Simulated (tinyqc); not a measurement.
Long-channel MOSFET, surface-potential model: two steps of the calculation.

n-channel transistor on a uniformly doped p-type body, gradual-channel approximation, constant mobility, Boltzmann statistics, full ionisation. Potentials are counted from the neutral body; V is the electron quasi-Fermi potential, Vsb at the source and Vsb + Vds at the drain. Charges are magnitudes per area.

Values chosen for this exercise; material values close to those of 4H silicon carbide: temperature T = 350 K; flat-band voltage Vfb = -1.87 V; channel mobility mu = 580 cm^2/(V s); gate width W = 10 um; gate length L = 5 um; source-body reverse bias Vsb = 0 V; gate-source voltage Vgs = 3 V; drain-source voltage Vds = 0.1 V.

Constants: q = 1.602176634e-19 C, kB = 1.380649e-23 J/K, Vt = kB T/q. Results are converted to the units shown.

Problem 1. Surface potential at the source by Newton steps. With V = Vsb: G = psi - Vt + Vt e, e = exp((psi - 2 phiF - Vsb)/Vt); f = Vgs + Vsb - Vfb - psi - gamma sqrt(G); f' = -1 - gamma (1 + e)/(2 sqrt(G)); psi(new) = psi - f/f'.

psi after iteration 1 = 3.0074108 V
phiF = 1.4573572 V
gamma = 1.0367270 V^0.5

Wanted: G; f; f'; psi after iteration 2.

Solution 1.

G = 3.629 V
f = -0.1124 V
f' = -7.154
psi after iteration 2 = 2.992 V

Problem 2. Charges and current of the charge-sheet model. psi_0 and psi_L solve Vgs + Vsb - Vfb - psi = gamma sqrt(G) at V = Vsb and Vsb + Vds. Qi = Cox gamma [sqrt(G) - sqrt(psi - Vt)], G = psi - Vt + Vt exp((psi - 2 phiF - V)/Vt), at both ends. With U = Vgs + Vsb - Vfb: drift = mu (W/L) Cox [U (psi_L - psi_0) - (psi_L^2 - psi_0^2)/2 - (2/3) gamma ((psi_L - Vt)^1.5 - (psi_0 - Vt)^1.5)]; diffusion = mu (W/L) Vt (Qi0 - QiL).

psi_0 = 2.9876861 V
psi_L = 3.0452325 V
phiF = 1.4573572 V
Cox = 0.18962719 uF/cm^2
gamma = 1.0367270 V^0.5

Find: Qi0; QiL; drift current; diffusion current; drain current.

Solution 2.

Qi0 = 18.85 nC/cm^2
QiL = 4.665 nC/cm^2
drift current = 0.7847 uA
diffusion current = 0.4963 uA
drain current = 1.281 uA

Drift carries 61.3 % of the current.

Program tinyqc, `OMP_NUM_THREADS=1 python tinyqc.py 2360148 2360149 out.jsonl`; Intel Xeon 2.30GHz, shared host, one thread, about 0.05 s.
